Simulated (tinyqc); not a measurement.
Hubbard chain of 3 sites, step by step. Computed by tinyqc, a small Python program that keeps every step. Settings: hopping = 0.99, U = 4.5, mixing = 0.5, iteration cap = 62. Command: `OMP_NUM_THREADS=1 python tinyqc.py 29421 29422 out.jsonl` (the two numbers bound the seeds that draw the settings). One thread of a shared host (Intel(R) Xeon(R) Processor @ 2.60GHz), about 0.3 s of CPU time with the checks. Later iterations appear only in the table of the cycle.

## Mean-field iteration 1

one-body matrix (hopping and site energies) (eV), order 1, 2, 3:
```
[[0.000000, -0.990000, 0.000000],
 [-0.990000, 0.000000, -0.990000],
 [0.000000, -0.990000, 0.000000]]
```

U = 4.500000 eV

electrons, up and down: [2, 1]

mixing = 0.500000

n(up) at the start (a guess, not normalised): [0.667000, 0.667000, 0.667000]

n(down) at the start (a guess): [0.333000, 0.333000, 0.333000]

H(up) = T + U n(down), H(down) = T + U n(up); fill the lowest levels; n(new) = n + mixing (n(out) - n); E = tr T (rho up + rho down) + U sum n_up n_down of the output.

levels, up (eV): [0.098429, 1.498500, 2.898571]

levels, down (eV): [1.601429, 3.001500, 4.401571]

energy = 0.012357 eV

n(up) after iteration 1: [0.708500, 0.583500, 0.708500]

n(down) after iteration 1: [0.291500, 0.416500, 0.291500]

## Mean-field iteration 2

As before.

levels, up (eV): [0.164959, 1.311750, 3.021041]

levels, down (eV): [1.478959, 3.188250, 4.335041]

energy = -0.219821 eV

n(up) after iteration 2: [0.753869, 0.492513, 0.753869]

n(down) after iteration 2: [0.246131, 0.507487, 0.246131]

## Convergence

Each step fills the lowest levels of T + U n(other spin) and sets n(new) = n + mixing (n(out) - n); stop when output and input agree to 1e-8.

Course of the cycle:
```
iteration       E (eV)  largest |n(out) - n(in)|  mean |n_up - n_down|
1           0.01235715                  1.67e-01              0.333333
2          -0.21982132                  1.82e-01              0.464632
3          -0.45787112                  1.86e-01              0.591496
4          -0.64568856                  1.70e-01              0.694395
5          -0.75721665                  1.38e-01              0.764923
6          -0.81058497                  1.02e-01              0.808402
7          -0.83318140                  7.01e-02              0.834161
8          -0.84222667                  4.65e-02              0.849388
9          -0.84576709                  3.01e-02              0.858486
10         -0.84714165                  1.92e-02              0.863988
11         -0.84767393                  1.21e-02              0.867346
...                ...                       ...                   ...
31         -0.84800997                  9.39e-07              0.872765
32         -0.84800997                  5.84e-07              0.872765
33         -0.84800997                  3.64e-07              0.872765
34         -0.84800997                  2.26e-07              0.872765
35         -0.84800997                  1.41e-07              0.872765
36         -0.84800997                  8.76e-08              0.872765
37         -0.84800997                  5.45e-08              0.872765
38         -0.84800997                  3.39e-08              0.872765
39         -0.84800997                  2.11e-08              0.872765
40         -0.84800997                  1.31e-08              0.872765
41         -0.84800997                  8.17e-09              0.872765
```

local moments n_up - n_down: [0.904574, -0.809148, 0.904574]

Converged in 41 iterations. Before convergence this energy mixes input and output and is not variational, so it may rise towards its limit.

## The many-body Hamiltonian

Basis: all placements (u, d, 2, 0 on each site), up operators ordered before down ones; hops carry the sign of the same-spin electrons passed.

H (eV), order 2u0, u20, uud, 20u, udu, u02, duu, 02u, 0u2:
```
[[4.500000, -0.990000, 0.000000, -0.990000, 0.000000, 0.000000, 0.000000, 0.000000, 0.000000],
 [-0.990000, 4.500000, -0.990000, 0.000000, -0.990000, 0.000000, 0.000000, 0.000000, 0.000000],
 [0.000000, -0.990000, 0.000000, 0.000000, 0.000000, -0.990000, 0.000000, 0.000000, 0.000000],
 [-0.990000, 0.000000, 0.000000, 4.500000, -0.990000, 0.000000, -0.990000, 0.000000, 0.000000],
 [0.000000, -0.990000, 0.000000, -0.990000, 0.000000, -0.990000, 0.000000, -0.990000, 0.000000],
 [0.000000, 0.000000, -0.990000, 0.000000, -0.990000, 4.500000, 0.000000, 0.000000, -0.990000],
 [0.000000, 0.000000, 0.000000, -0.990000, 0.000000, 0.000000, 0.000000, -0.990000, 0.000000],
 [0.000000, 0.000000, 0.000000, 0.000000, -0.990000, 0.000000, -0.990000, 4.500000, -0.990000],
 [0.000000, 0.000000, 0.000000, 0.000000, 0.000000, -0.990000, 0.000000, -0.990000, 4.500000]]
```

## Exact diagonalisation (9 states)

Lowest levels of the sector, and the double occupancy of the lowest state.

lowest levels (eV): [-1.116414, -0.400038, 0.000000, 3.099929, 3.686291, 4.500000]

double occupancy per site = 0.061251

The mean-field solution above lies 0.2684 eV above the exact energy.

## The lowest level by Lanczos steps

From a random start vector (not printed): a_j = <q_j|H|q_j>, b_j = norm of the remainder after orthogonalising; the Ritz value is the lowest eigenvalue of the tridiagonal matrix of a and b so far.

Lanczos:
```
j  a_j (eV)  b_j (eV)  lowest Ritz value (eV)
1  3.315917  2.725317              3.31591682
2  2.303614  1.986807              0.03784500
3  3.076124  1.640969             -0.63781476
4  1.339914  2.229823             -0.89148002
5  3.781064  1.056368             -1.10254371
6  4.725383  0.851281             -1.11508892
7  1.838533  2.209979             -1.11566739
8  2.005036  0.554601             -1.11638519
9  4.614415         0             -1.11641392
```
